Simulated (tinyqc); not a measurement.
Worked calculation: CCD on RHF in the sto-3g basis, for H2, spin multiplicity 1. One step of it, computed by the program tinyqc.

Task: Integrals over molecular orbitals. (pq|rs) = sum C_ip C_jq C_kr C_ls (ij|kl), one index at a time.

coefficients C, order 1H 1s, 2H 1s:
```
[[0.540994, 1.309424],
 [0.540994, -1.309424]]
```

core Hamiltonian H = T + V (hartree), order 1H 1s, 2H 1s:
```
[[-1.171482, -1.048161],
 [-1.048161, -1.171482]]
```

Two-electron integrals (ij|kl) in chemists' order, unique and non-zero (hartree):
```
(11|11) 0.774606   (21|11) 0.487500   (21|21) 0.349168   (22|11) 0.598081
(22|21) 0.487500   (22|22) 0.774606
```

Give: one-electron integrals over orbitals h = C^T H C; Two-electron integrals over orbitals.

Result:

one-electron integrals over orbitals h = C^T H C (hartree):
```
[[-1.299, 0.000],
 [0.000, -0.423]]
```

Two-electron integrals over orbitals (pq|rs), unique and non-zero (hartree):
```
(11|11) 0.689   (21|21) 0.177   (22|11) 0.677   (22|22) 0.712
```
